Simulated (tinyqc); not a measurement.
Size effects in the resistivity of thin metal films and interconnect lines: one step, computed by the program tinyqc.

Electrons lose their drift at surfaces (a share 1 - p of the hits) and at grain boundaries (reflection R), besides bulk scattering.

Problem. Grain boundaries. Mayadas-Shatzkes: alpha = (lambda/D) R/(1 - R); rho_b/rho = 1 - 3 alpha/2 + 3 alpha^2 - 3 alpha^3 ln(1 + 1/alpha).

Inputs (values chosen for the exercise, modelled on molybdenum): bulk mean free path lambda = 11.7 nm; grain-boundary reflection R = 0.43.

Geometry: film.

grain size D = 4.23 nm

Give: alpha; rho/rho_b from grains.

Solution.

alpha = 2.087

rho/rho_b from grains = 3.836

The linear estimate 1 + 3 alpha/2 gives 4.130, 8 % high; at large alpha the slope is 4/3.
